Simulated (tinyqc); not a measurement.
A particle near a wafer in liquid: double-layer and van der Waals forces (DLVO), deposition barrier and removal: one step, computed by the program tinyqc. Command: `OMP_NUM_THREADS=1 python tinyqc.py 3114386 3114387 out.jsonl dlvo walk`. One thread of a shared host (Intel(R) Xeon(R) Processor @ 2.30GHz), about 0.01 s of CPU time with the checks.

Sphere and flat wall, Derjaguin approximation, constant potentials in the linear-superposition form, no retardation and no hydration force.

Task: The curve. U(h) = Z R exp(-kappa h) - A R/(6 h); F(h) = -dU/dh = kappa Z R exp(-kappa h) - A R/(6 h^2), positive for repulsion.

Inputs (values chosen for the exercise, of the order of those for silica on silica in water): particle radius R = 80 nm; Hamaker constant A = 5.3e-21 J; temperature T = 298 K.

kappa = 0.08323551 1/nm

Z = 11.81974 pN

Constants: k_B = 1.380649e-23 J/K.

Give: the table «Against the gap» with the columns kappa h, U (k_B T), F (pN), for h (nm) = 0.4, 0.6, 1.0, 1.5, 2.5, 4.0, 7.0, 12.0, 20.0, 40.0.

Result:

Against the gap:
```
h (nm)  kappa h  U (k_B T)  F (pN)
0.4       0.033      179.4  -365.5
0.6       0.050      190.0  -121.4
1.0       0.083      194.3     1.8
1.5       0.125      191.4    38.1
2.5       0.208      179.8    52.6
4.0       0.333      160.4    52.0
7.0       0.583      125.9    42.5
12.0      0.999       83.2    28.5
20.0      1.665       42.6    14.7
40.0      3.329        7.8     2.8
```

Caution: in rows where h is not small against R, A R/(6 h) overstates the van der Waals term. Caution: in rows with kappa h below 1 linear superposition is only rough.
